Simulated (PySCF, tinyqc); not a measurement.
Worked calculation: CCD on RHF in the sto-6g basis, for B+, spin multiplicity 1. The lowest restricted solution is unstable here: a spin-polarised one lies 0.0000 hartree lower (PySCF). Computed by tinyqc, a small Python program that keeps every step (integrals from PySCF). Settings: charge = 1, multiplicity = 1, basis = sto-6g, method = RHF, energy threshold = 1e-10, iteration cap = 76, orthogonalisation = symmetric, start = core, DIIS depth = 6, amplitude equations = CCD, DIIS depth for amplitudes = 6, cap on updates = 77. Command: `OMP_NUM_THREADS=1 python tinyqc.py 20496 20497 out.jsonl` (the two numbers bound the seeds that draw the settings). One thread of a shared host (Intel(R) Xeon(R) Processor @ 2.60GHz), about 0.06 s of CPU time with the checks. The early iterations of the SCF are left out here.

## One-electron integrals

Geometry (angstrom):
```
atom         x         y         z
B     0.000000  0.000000  0.000000
```

Basis sto-6g: exponents (1/bohr^2) and contraction coefficients of normalised primitives:
```
element  l (shell)    exponent  coefficient
B            s (1)  506.011147     0.009164
B            s (1)   92.776814     0.049362
B            s (1)   25.955658     0.168538
B            s (1)    8.916445     0.370563
B            s (1)    3.462507     0.416492
B            s (1)    1.426054     0.130334
B            s (2)   23.194575    -0.013253
B            s (2)    4.590810    -0.046992
B            s (2)    1.426819    -0.033785
B            s (2)    0.548948     0.250242
B            s (2)    0.238410     0.595117
B            s (2)    0.109280     0.240706
B            p (3)   23.194575     0.003760
B            p (3)    4.590810     0.037679
B            p (3)    1.426819     0.173897
B            p (3)    0.548948     0.418036
B            p (3)    0.238410     0.425859
B            p (3)    0.109280     0.101708
```

Overlap, kinetic and nuclear-attraction integrals over the contracted functions; the nuclear repulsion is the sum of Za Zb / Rab.

nuclear repulsion = 0 hartree

overlap S, lower triangle:
```
           1B 1s     1B 2s    1B 2px    1B 2py    1B 2pz
1B 1s   1.000000
1B 2s   0.264891  1.000000
1B 2px  0.000000  0.000000  1.000000
1B 2py  0.000000  0.000000  0.000000  1.000000
1B 2pz  0.000000  0.000000  0.000000  0.000000  1.000000
```

kinetic energy T (hartree), lower triangle:
```
            1B 1s     1B 2s    1B 2px    1B 2py    1B 2pz
1B 1s   10.947243
1B 2s   -0.333880  0.374498
1B 2px   0.000000  0.000000  1.125026
1B 2py   0.000000  0.000000  0.000000  1.125026
1B 2pz   0.000000  0.000000  0.000000  0.000000  1.125026
```

nuclear attraction V (hartree), lower triangle:
```
             1B 1s      1B 2s     1B 2px     1B 2py     1B 2pz
1B 1s   -23.391721
1B 2s    -2.744189  -3.750146
1B 2px    0.000000   0.000000  -3.749977
1B 2py    0.000000   0.000000   0.000000  -3.749977
1B 2pz    0.000000   0.000000   0.000000   0.000000  -3.749977
```

core Hamiltonian H = T + V (hartree), lower triangle:
```
             1B 1s      1B 2s     1B 2px     1B 2py     1B 2pz
1B 1s   -12.444477
1B 2s    -3.078069  -3.375648
1B 2px    0.000000   0.000000  -2.624950
1B 2py    0.000000   0.000000   0.000000  -2.624950
1B 2pz    0.000000   0.000000   0.000000   0.000000  -2.624950
```

## Two-electron integrals

Functions are numbered as in S; the eight-fold symmetry (ij|kl) = (ji|kl) = (kl|ij) leaves the list below.

Two-electron integrals (ij|kl) in chemists' order, unique and non-zero (hartree):
```
(11|11) 2.924993   (21|11) 0.480756   (21|21) 0.099484   (22|11) 0.743449
(22|21) 0.188967   (22|22) 0.544922   (31|31) 0.021096   (32|31) 0.030854
(32|32) 0.120443   (33|11) 0.743450   (33|21) 0.188967   (33|22) 0.544922
(33|33) 0.587109   (41|41) 0.021096   (42|41) 0.030854   (42|42) 0.120443
(43|43) 0.031641   (44|11) 0.743450   (44|21) 0.188967   (44|22) 0.544922
(44|33) 0.523827   (44|44) 0.587109   (51|51) 0.021096   (52|51) 0.030854
(52|52) 0.120443   (53|53) 0.031641   (54|54) 0.031641   (55|11) 0.743450
(55|21) 0.188967   (55|22) 0.544922   (55|33) 0.523827   (55|44) 0.523827
(55|55) 0.587109
```

## Orthogonalisation

S = U s U^T; symmetric (Loewdin) form X = U s^(-1/2) U^T, so that X^T S X = 1.

eigenvalues of S: 0.735109  1.000000  1.000000  1.000000  1.264891

X, lower triangle:
```
            1B 1s     1B 2s    1B 2px    1B 2py    1B 2pz
1B 1s    1.027742
1B 2s   -0.138595  1.027742
1B 2px   0.000000  0.000000  1.000000
1B 2py   0.000000  0.000000  0.000000  1.000000
1B 2pz   0.000000  0.000000  0.000000  0.000000  1.000000
```

## Iteration 2 (converged): orbitals

converged F (hartree), lower triangle:
```
            1B 1s      1B 2s     1B 2px     1B 2py     1B 2pz
1B 1s   -8.080561
1B 2s   -2.231037  -1.405159
1B 2px   0.000000   0.000000  -0.203732
1B 2py   0.000000   0.000000   0.000000  -0.203732
1B 2pz   0.000000   0.000000   0.000000   0.000000  -0.203732
```

Diagonalise F' = X^T F X, C = X C', fill 2 alpha and 2 beta electrons from the bottom; D = 2 C_occ C_occ^T. Each column has its largest component positive (the first on a tie).

F' = X^T F X (hartree), lower triangle:
```
           1          2          3          4          5
1  -7.926535
2  -1.048247  -1.003842
3   0.000000   0.000000  -0.203732
4   0.000000   0.000000   0.000000  -0.203732
5   0.000000   0.000000   0.000000   0.000000  -0.203732
```

orbital energies (hartree): MO1 -8.081781, MO2 -0.848596, MO3 -0.203732, MO4 -0.203732, MO5 -0.203732

coefficients C:
```
             MO1        MO2       MO3       MO4       MO5
1B 1s   0.996348  -0.287667  0.000000  0.000000  0.000000
1B 2s   0.013467   1.036958  0.000000  0.000000  0.000000
1B 2px  0.000000   0.000000  1.000000  0.000000  0.000000
1B 2py  0.000000   0.000000  0.000000  1.000000  0.000000
1B 2pz  0.000000   0.000000  0.000000  0.000000  1.000000
```

D after iteration 2, lower triangle:
```
            1B 1s     1B 2s    1B 2px    1B 2py    1B 2pz
1B 1s    2.150925
1B 2s   -0.569761  2.150925
1B 2px   0.000000  0.000000  0.000000
1B 2py   0.000000  0.000000  0.000000  0.000000
1B 2pz   0.000000  0.000000  0.000000  0.000000  0.000000
```

Within a degenerate level the vectors are fixed only up to a rotation; this is one choice.

## Convergence

Stop when the energy changes by less than 1e-10 hartree and every element of the error matrix X^T (F D S - S D F) X is below 3e-06.

Course of the cycle:
```
iteration   E (hartree)    change  largest element of the error matrix
1          -24.19056245         -                             3.64e-15
2          -24.19056245  7.11e-15                             2.83e-15
```

PySCF RHF in the same basis = -24.19056245 hartree

Converged in 2 iterations.

## Integrals over molecular orbitals

(pq|rs) = sum C_ip C_jq C_kr C_ls (ij|kl), one index at a time.

one-electron integrals over orbitals h = C^T H C (hartree), lower triangle:
```
            1          2          3          4          5
1  -12.436973
2    0.351405  -2.823213
3    0.000000   0.000000  -2.624950
4    0.000000   0.000000   0.000000  -2.624950
5    0.000000   0.000000   0.000000   0.000000  -2.624950
```

Two-electron integrals over orbitals (pq|rs), unique and non-zero (hartree):
```
(11|11) 2.908459    (21|11) -0.331581   (21|21) 0.061613    (22|11) 0.754173
(22|21) -0.019824   (22|22) 0.527884    (31|31) 0.021792    (32|31) 0.027394
(32|32) 0.112848    (33|11) 0.743200    (33|21) -0.010972   (33|22) 0.534729
(33|33) 0.587109    (41|41) 0.021792    (42|41) 0.027394    (42|42) 0.112848
(43|43) 0.031641    (44|11) 0.743200    (44|21) -0.010972   (44|22) 0.534729
(44|33) 0.523827    (44|44) 0.587109    (51|51) 0.021792    (52|51) 0.027394
(52|52) 0.112848    (53|53) 0.031641    (54|54) 0.031641    (55|11) 0.743200
(55|21) -0.010972   (55|22) 0.534729    (55|33) 0.523827    (55|44) 0.523827
(55|55) 0.587109
```

## CCD: starting amplitudes

t_ij^ab = <ij||ab> / (e_i + e_j - e_a - e_b), whose energy is MP2.

Starting amplitudes (spin orbitals 1a, 1b, ...; amplitudes related by a flip of all spins are not repeated):
```
from      to          t
2a 2b  3a 3b  -0.087498
2a 2b  4a 4b  -0.087498
2a 2b  5a 5b  -0.087498
1a 2b  3a 3b  -0.003214
1a 2b  4a 4b  -0.003214
1a 2b  5a 5b  -0.003214
1a 1b  3a 3b  -0.001383
1a 1b  4a 4b  -0.001383
1a 1b  5a 5b  -0.001383
```

correlation energy = -0.03024060 hartree

## CCD: amplitude update 1

t_ij^ab D_ij^ab are set to the remaining terms of the spin-orbital equations, evaluated with the old amplitudes; for the doubles these are <ij||ab> + 1/2 <ab||ef> t_ij^ef + 1/2 <mn||ij> t_mn^ab + P(ij)P(ab) <mb||ej> t_im^ae + terms in t^2, D the orbital-energy denominators.

Amplitudes after update 1 (spin orbitals 1a, 1b, ...; amplitudes related by a flip of all spins are not repeated):
```
from      to          t
2a 2b  3a 3b  -0.135101
2a 2b  4a 4b  -0.135101
2a 2b  5a 5b  -0.135101
1a 2b  3a 3b  -0.003304
1a 2b  4a 4b  -0.003304
1a 2b  5a 5b  -0.003304
1a 1b  3a 3b  -0.001101
1a 1b  4a 4b  -0.001101
1a 1b  5a 5b  -0.001101
```

correlation energy = -0.04635273 hartree

## CCD: amplitude update 2

As before.

Amplitudes after update 2 (spin orbitals 1a, 1b, ...; amplitudes related by a flip of all spins are not repeated):
```
from      to          t
2a 2b  3a 3b  -0.159434
2a 2b  4a 4b  -0.159434
2a 2b  5a 5b  -0.159434
1a 2b  3a 3b  -0.003133
1a 2b  4a 4b  -0.003133
1a 2b  5a 5b  -0.003133
1a 1b  3a 3b  -0.000930
1a 1b  4a 4b  -0.000930
1a 1b  5a 5b  -0.000930
```

correlation energy = -0.05455142 hartree

## CCD: convergence

E_corr = 1/4 sum <ij||ab> t_ij^ab; stop when the norm of the change is below 1e-8.

Course of the amplitude iterations:
```
update  correlation energy (hartree)  norm of the change
0                        -0.03024060                   -
1                        -0.04635273            1.65e-01
2                        -0.05455142            8.43e-02
3                        -0.06251123            4.16e-02
4                        -0.06228445            1.01e-03
5                        -0.06230804            2.05e-04
6                        -0.06231140            7.78e-05
7                        -0.06231324            5.97e-05
8                        -0.06232247            4.97e-05
9                        -0.06232246            5.00e-08
10                       -0.06232246            9.85e-11
```

Converged amplitudes (spin orbitals 1a, 1b, ...; amplitudes related by a flip of all spins are not repeated):
```
from      to          t
2a 2b  3a 3b  -0.182533
2a 2b  4a 4b  -0.182533
2a 2b  5a 5b  -0.182533
1a 2b  3a 3b  -0.002910
1a 2b  4a 4b  -0.002910
1a 2b  5a 5b  -0.002910
1a 1b  3a 3b  -0.000745
1a 1b  4a 4b  -0.000745
1a 1b  5a 5b  -0.000745
```

CCD total energy = -24.25288490 hartree

Converged in 10 updates, with DIIS from the third.
